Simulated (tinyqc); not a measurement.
Inside a calculation. Model: valence-band offset from core levels (Kraut method), with the dipole against the affinity rule.

tinyqc, about 0.01 s, one thread, Intel Xeon 2.30GHz (shared host): `OMP_NUM_THREADS=1 python tinyqc.py 2410136 2410137 out.jsonl` Printed values are rounded.

Binding energies are counted downwards from the Fermi level. dEv > 0 means that the valence edge of B lies below that of A, dEc > 0 that the conduction edge of B lies above that of A; dEc + dEv = EgB - EgA. The spectra are made-up values treated as data.

Parameters, values chosen for the exercise; gaps and affinities close to those of 4H silicon carbide (A) and zirconium oxide (B): gap of the substrate A EgA = 3.21 eV; gap of the overlayer B EgB = 5.79 eV; electron affinity of A chiA = 3.6 eV; electron affinity of B chiB = 2.53 eV; core level of bare A cA = 39.49 eV; core level of thick B cB = 21.02 eV; valence-band maximum of thick B vB = 4.29 eV; relative permittivity inside the dipole layer ei = 4.9; thickness of the dipole layer dd = 0.18 nm; core level of A under a thin film of B iA = 39.77 eV; core level of B in that thin film iB = 19.64 eV; background counts in the gap bg = 89.

Constants: q = 1.602176634e-19 C, eps0 = 8.8541878128e-14 F/cm where lengths are in cm. Results are converted to the units shown.

## Valence-band maximum of bare A

```
point,binding energy (eV),counts on the leading edge
0,1.66,154
1,1.78,192
2,1.9,218
3,2.02,256
4,2.14,284
5,2.26,317
```

Fit a straight line to the leading edge by least squares; the maximum vA lies where it meets the background.

slope = 268.810 counts/eV
intercept = -290.033 counts
vA = 1.41004 eV

## Offsets

dEv = (iB - iA) - (cB - vB) + (cA - vA), dEc = EgB - EgA - dEv.

cA - vA = 38.0800 eV
cB - vB = 16.73 eV
iB - iA = -20.13 eV
dEv = 1.21996 eV
dEc = 1.36004 eV

The alignment is type I (straddling). Both offsets exceed 1 eV, the usual requirement for a gate dielectric. A rigid shift of all levels, by charging or doping, cancels in the differences.

## Interface dipole

The affinity rule gives dEc(0) = chiA - chiB; the dipole step is D = dEc - dEc(0), and two sheets of opposite charge dd apart hold N = eps0 ei |D|/(q dd).

dEc(0) = 1.07 eV
D = 0.290044 eV
N = 4.36341e13 cm^-2
field in the dipole layer = 16.1136 MV/cm

N is 0.062 elementary charges for each of about 7e14 surface atoms per cm^2.
